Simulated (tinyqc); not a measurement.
# Phonon and roughness prefactors from two fields

Problem. At 300 K and high field 1/mu = E^(1/3)/Ap + E^gs/As, E in MV/cm. Find Ap and As.

Values chosen for this exercise:

| symbol | value | unit | meaning |
|---|---|---|---|
| gs | 2 |  | exponent of the roughness term |

mu at E = 0.42 and 1.26 MV/cm (cm^2/(V s)): 539.16149  217.44911

Solution. Two linear equations in 1/Ap and 1/As.

Ap = 468.0 cm^2/(V s)
As = 693.0 cm^2/(V s)

Program tinyqc, `OMP_NUM_THREADS=1 python tinyqc.py 2510091 2510092 out.jsonl`; Intel Xeon 2.30GHz, shared host, one thread, about 0.01 s.
